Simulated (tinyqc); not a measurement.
Free and trapped electrons in a MOS channel with a dense trap tail: effect of the temperature.

p-type body, charge-sheet picture, full ionisation (an idealisation for deep acceptors), Boltzmann statistics for free electrons. e = Ec - EF at the surface. Acceptor-like traps of density D(E) = D0 + De exp(-E/Ew) at depth E below Ec, from 0 to Eu, hold n_t = integral of D(E)/(1 + exp((e - E)/Vt)). psi = Eg - Vt ln(Nv/Na) - e; N_dep = sqrt(2 eps0 eps_r Na (psi - Vt)/q); n_f = sqrt(N_dep^2 + 2 eps0 eps_r Vt Nc exp(-e/Vt)/q) - N_dep; Vg = Vfb + psi + q (N_dep + n_t + n_f)/Cox, Cox = eps0 eox/tox.

Nc and Nv are given at 300 K and scale as (T/300 K)^1.5; Eg, Vfb and mf are held fixed. VT is the Vg for n_f = 1e11 cm^-2; swing ln 10 n_f/(dn_f/dVg) at n_f = 1e8 cm^-2; the last three columns are for Vg = VT + 4.3 V, with free share n_f/(n_f + n_t) and field-effect mobility mf q (dn_f/dVg)/Cox; there EF is near the band edge, where Boltzmann statistics are rough.

Values chosen for this exercise; band and dielectric values close to those of 4H silicon carbide:
```
symbol,value,unit,meaning
Eg,3.25,eV,band gap
eps_r,9.88,,relative permittivity
Nc,1.67e19,cm^-3,conduction-band density of states at the reference temperature
Nv,2.45e19,cm^-3,valence-band density of states at the reference temperature
eox,3.9,,relative permittivity of the insulator
tox,54,nm,insulator thickness
Na,1.4e16,cm^-3,acceptor density
Vfb,-2.24,V,flat-band voltage without trapped charge
D0,2.5e10,cm^-2 eV^-1,constant background density of acceptor-like traps
De,4.8e13,cm^-2 eV^-1,density of the tail at the conduction edge
Ew,0.1,eV,decay energy of the tail
Eu,0.79,eV,depth below Ec down to which the traps reach
mf,91,cm^2/(V s),mobility of free electrons
```

Constants: q = 1.602176634e-19 C, kB = 1.380649e-23 J/K, Vt = kB T/q, eps0 = 8.8541878128e-14 F/cm where lengths are in cm. Results are converted to the units shown.

Effect of the temperature:

| T (K) | e at VT (eV) | VT (V) | q n_t/Cox at VT (V) | swing (mV/decade) | n_f (cm^-2) | free share (%) | field-effect mobility (cm^2/(V s)) |
|---|---|---|---|---|---|---|---|
| 200 | 0.04229 | 10.93 | 8.112 | 1040 | 7.278e11 | 14.46 | 54.79 |
| 250 | 0.06509 | 9.401 | 6.662 | 814.0 | 6.170e11 | 13.86 | 42.61 |
| 300 | 0.09017 | 8.032 | 5.375 | 614.8 | 5.780e11 | 14.69 | 37.26 |
| 350 | 0.1172 | 6.851 | 4.281 | 461.3 | 5.733e11 | 16.41 | 35.28 |
| 400 | 0.1458 | 5.856 | 3.375 | 353.1 | 5.883e11 | 18.82 | 35.04 |
| 450 | 0.1760 | 5.028 | 2.640 | 282.3 | 6.164e11 | 21.80 | 35.81 |
| 500 | 0.2074 | 4.344 | 2.053 | 239.7 | 6.537e11 | 25.28 | 37.19 |
| 550 | 0.2401 | 3.782 | 1.590 | 217.1 | 6.978e11 | 29.16 | 38.96 |

As T goes from 200 to 550, VT falls from 10.9 to 3.78 V, its part due to traps falls from 8.11 to 1.59 V, the swing falls from 1040 to 217 mV/decade and the field-effect mobility goes from 54.8 through a minimum of 35.0 (at T = 400 among the rows listed) to 39.0 cm^2/(V s). On heating the same n_f is reached with EF deeper in the gap, where fewer tail states are filled.

tinyqc, about 0.02 s, one thread, Intel Xeon 2.30GHz (shared host): `OMP_NUM_THREADS=1 python tinyqc.py 2222211 2222212 out.jsonl`
